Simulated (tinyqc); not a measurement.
Changing the step factor eta: geometry relaxation of a small cluster. Computed by tinyqc, a small Python program. Command: `OMP_NUM_THREADS=1 python tinyqc.py 3007052 3007053 out.jsonl relax sweep`. One thread of a shared host (Intel(R) Xeon(R) Processor @ 2.30GHz), about 0.02 s of CPU time with the checks.

E = sum_(i<j) phi(r_ij), phi(r) = eps [exp(-2 alpha (r - r0)) - 2 exp(-alpha (r - r0))]; the force on i is -sum_j phi'(r_ij) (R_i - R_j)/r_ij.

Inputs (values chosen for the exercise, for model atoms):

| quantity | value | unit |
|---|---|---|
| length r0 | 2.88 | angstrom |
| well depth eps | 0.55 | eV |
| stiffness alpha | 1.37 | 1/angstrom |
| largest number of steps | 500 | - |

Potential: Morse. Method: BFGS.

starting positions (angstrom):
```
            x      y      z
atom 1  -0.02   0.05  -0.02
atom 2   2.76  -0.21  -0.05
atom 3   1.42    2.5   0.01
atom 4    1.3   0.86   2.45
atom 5   1.27   0.86  -2.08
```

Method:
- BFGS: R(new) = R + B F with the inverse Hessian B = eta 1 at first; with s = R(new) - R, y = F - F(new), rho = 1/(y.s): B(new) = (1 - rho s y^T) B (1 - rho y s^T) + rho s s^T, skipped if y.s is not positive.
- No atom moves more than 0.3 angstrom a step (the whole step is scaled). Stop when the largest force component is below 1e-5 eV/angstrom.
- Hessian at the final positions by central differences of the forces; six eigenvalues vanish (translations and rotations). Steepest descent is stable for eta below 2/lambda_max and contracts the softest mode by 1 - eta lambda_min a step.

One run for each value:

| step factor eta (angstrom^2/eV) | steps | final energy (eV) | largest stable eta (angstrom^2/eV) |
|---|---|---|---|
| 0.034 | 30 | -5.0409 | 0.22677 |
| 0.049 | 27 | -5.0409 | 0.22677 |
| 0.072 | 22 | -5.0409 | 0.22677 |
| 0.100 | 19 | -5.0409 | 0.22677 |
| 0.150 | 15 | -5.0409 | 0.22677 |
| 0.220 | 11 | -5.0409 | 0.22677 |
| 0.320 | 12 | -5.0409 | 0.22677 |
| 0.470 | 12 | -5.0409 | 0.22677 |
| 0.680 | 16 | -5.0409 | 0.22677 |

Over the rows, steps goes from 30.0 through a minimum among these rows, 11.0 at 0.220, to 16.0. The final energy is the same in every row; the largest stable eta for plain steepest descent is 0.227.

Extremes, crossings and ranges named in words are read from the listed rows.
